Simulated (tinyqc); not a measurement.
Strain, valley repopulation and piezoresistance in a many-valley conduction band: one step, computed by the program tinyqc. Command: `OMP_NUM_THREADS=1 python tinyqc.py 3007811 3007812 out.jsonl valleys walk`. One thread of a shared host (Intel(R) Xeon(R) Processor @ 2.30GHz), about 0.02 s of CPU time with the checks.

Valleys are ellipsoids with mass m_l along the axis a and m_t across it, parabolic, with one constant relaxation time; strain shifts the valleys and leaves the masses alone. Currents are taken along [110], along the load, and along [001], across the load.

Problem. Mobility tensor and resistance change. Mobility tensor mu = e tau sum_v (n_v/n) [1/m_t + (1/m_l - 1/m_t) a a^T]; unstrained mu_0 = e tau (1/m_l + 2/m_t)/3; resistivity along d from the inverse tensor, rho_d = d.mu^-1.d/(n e), mobility along d = 1/(d.mu^-1.d); gauge pi_d = (rho_d/rho_0 - 1)/X.

Inputs (values chosen for the exercise, modelled on silicon):
```
quantity               value  unit
longitudinal mass m_l  0.892   m_0
transverse mass m_t     0.19   m_0
relaxation time tau      190    fs
temperature T            350     K
```

Valley axes: <100> (6 valleys in 3 pairs). Load: uniaxial [110].

share of the electrons (per pair): x 0.3177708, y 0.3177708, z 0.3644585

Constants: e = 1.602176634e-19 C; m_0 = 9.1093837015e-31 kg.

Give: mobility tensor; unstrained mobility mu_0; mobility along the first direction; mobility along the second direction; resistance change along the first direction; resistance change along the second direction.

Solution.

mobility tensor (cm^2/(V s)):
```
      x     y     z
x  1319     0     0
y     0  1319     0
z     0     0  1254
```

unstrained mobility mu_0 = 1297 cm^2/(V s)

mobility along the first direction = 1319 cm^2/(V s)

mobility along the second direction = 1254 cm^2/(V s)

resistance change along the first direction = -1.633 %

resistance change along the second direction = 3.435 %

The mobility lies between e tau/m_l = 375 and e tau/m_t = 1760; the trace stays at 3 mu_0. Along the first direction the filled valleys present more of their light mass.
